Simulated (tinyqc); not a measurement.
# Electron mobility in a silicon inversion layer, empirical terms and Matthiessen rule: effect of the body doping

Inversion layer of sheet density Ns on a uniformly doped body. The mobility terms are empirical power laws with prefactors chosen for the exercise; adding their inverses (Matthiessen) is itself an approximation.

ni = sqrt(Nc Nv) exp(-Eg/(2 Vt)), Eg in volts; Ndep = sqrt(2 eps0 eps_r Nb (2 Vt ln(Nb/ni) + Vsb)/q); E = q (Ndep + eta Ns)/(eps0 eps_r), in MV/cm. With t = T/(300 K): muC = Ac (Ns/1e12 cm^-2) t/(Nb/1e17 cm^-3 + Nit/1e11 cm^-2), muP = Ap E^(-1/3) t^(-1.75), muS = As E^(-gs); 1/mu is the sum of the inverses.

Parameters, values chosen for the exercise; material values close to those of silicon: temperature T = 325 K; band gap Eg = 1.12 eV; relative permittivity of the semiconductor eps_r = 11.7; conduction-band density of states at T Nc = 3.2e19 cm^-3; valence-band density of states at T Nv = 3.03e19 cm^-3; reverse body bias Vsb = 0.3 V; weight of the inversion charge in the effective field eta = 0.5; phonon-limited mobility at 1 MV/cm and 300 K Ap = 422 cm^2/(V s); roughness-limited mobility at 1 MV/cm As = 1280 cm^2/(V s); exponent of the roughness term gs = 2; Coulomb prefactor Ac = 3900 cm^2/(V s); charge at the interface Nit = 1.2e11 cm^-2; inversion density Ns = 3.5e12 cm^-2.

Constants: q = 1.602176634e-19 C, kB = 1.380649e-23 J/K, Vt = kB T/q, eps0 = 8.8541878128e-14 F/cm where lengths are in cm. Results are converted to the units shown.

Results:

| Nb (cm^-3) | E (MV/cm) | muC (cm^2/(V s)) | muP (cm^2/(V s)) | muS (cm^2/(V s)) | mu (cm^2/(V s)) |
|---|---|---|---|---|---|
| 2e16 | 0.3496 | 1.056e4 | 520.7 | 1.047e4 | 473.8 |
| 4.4e16 | 0.3903 | 9017 | 502.0 | 8401 | 450.0 |
| 9.7e16 | 0.4521 | 6815 | 478.0 | 6264 | 416.9 |
| 4.7e17 | 0.6857 | 2506 | 416.0 | 2722 | 315.4 |
| 1e18 | 0.8868 | 1320 | 381.8 | 1628 | 250.6 |
| 2.3e18 | 1.223 | 611.1 | 343.1 | 856.2 | 174.8 |
| 5e18 | 1.698 | 288.8 | 307.5 | 443.9 | 111.5 |

Estimate the missing row, Nb = 2.1e17 cm^-3.

Computed row:

| Nb (cm^-3) | E (MV/cm) | muC (cm^2/(V s)) | muP (cm^2/(V s)) | muS (cm^2/(V s)) | mu (cm^2/(V s)) |
|---|---|---|---|---|---|
| 2.1e17 | 0.5428 | 4481 | 449.7 | 4345 | 373.6 |

With this row back in the table: As Nb goes from 2e16 to 5e18 cm^-3, E rises from 0.350 to 1.70 MV/cm and mu falls from 474 to 112 cm^2/(V s). The smallest term is the phonon one in the first row and the Coulomb one in the last. At Nb = 5e18 cm^-3 E passes 1.5 MV/cm, beyond the usual range of such laws.

Computed by the program tinyqc: `OMP_NUM_THREADS=1 python tinyqc.py 2510028 2510029 out.jsonl`, one thread of a shared Intel Xeon 2.30GHz, about 0.01 s for the whole run.
